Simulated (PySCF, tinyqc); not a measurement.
MP2 on RHF in the sto-6g basis, for H4, spin multiplicity 1, step by step. The lowest restricted solution is unstable here: a spin-polarised one lies 0.0057 hartree lower (PySCF). One step of it, computed by the program tinyqc.

Problem. Second-order Moller-Plesset energy. E2 = sum_ijab (ia|jb) [2 (ia|jb) - (ib|ja)] / (e_i + e_j - e_a - e_b) over occupied i, j and virtual a, b; the opposite-spin part is (ia|jb)^2 / denominator, the rest is same-spin, and SCS-MP2 scales them by 6/5 and 1/3.

orbital energies (hartree): MO1 -0.813063, MO2 -0.266584, MO3 0.346957, MO4 1.114201

Two-electron integrals over orbitals (pq|rs), unique and non-zero (hartree):
```
(11|11) 0.573597   (21|21) 0.149097   (22|11) 0.556852   (22|22) 0.569827
(31|31) 0.129982   (32|32) 0.072090   (33|11) 0.552254   (33|22) 0.536791
(33|33) 0.561514   (41|32) 0.073406   (41|41) 0.074839   (42|31) 0.125237
(42|42) 0.137014   (43|21) 0.142711   (43|43) 0.156233   (44|11) 0.562975
(44|22) 0.569594   (44|33) 0.567577   (44|44) 0.598770
```

Hartree-Fock energy = -1.83299677 hartree

Give: Terms; Pair energies; MP2 correlation energy; SCS-MP2 correlation energy; MP2 total energy.

Solution.

Terms:
```
i  j  a  b  (ia|jb)  (ib|ja)  denominator     term
1  2  3  4   0.1252   0.0734      -2.5408  -0.0087
2  1  4  3   0.1252   0.0734      -2.5408  -0.0087
1  1  3  3   0.1300   0.1300      -2.3200  -0.0073
2  2  4  4   0.1370   0.1370      -2.7616  -0.0068
2  2  3  3   0.0721   0.0721      -1.2271  -0.0042
1  1  4  4   0.0748   0.0748      -3.8545  -0.0015
1  2  4  3   0.0734   0.1252      -2.5408  -0.0006
2  1  3  4   0.0734   0.1252      -2.5408  -0.0006
```

Pair energies (hartree; pair i-j sums ij and ji):
```
pair  opposite spin  same spin
1-1         -0.0087     0.0000
2-1         -0.0166    -0.0021
2-2         -0.0110     0.0000
```

MP2 correlation energy = -0.038471 hartree

SCS-MP2 correlation energy = -0.044332 hartree

MP2 total energy = -1.871467 hartree
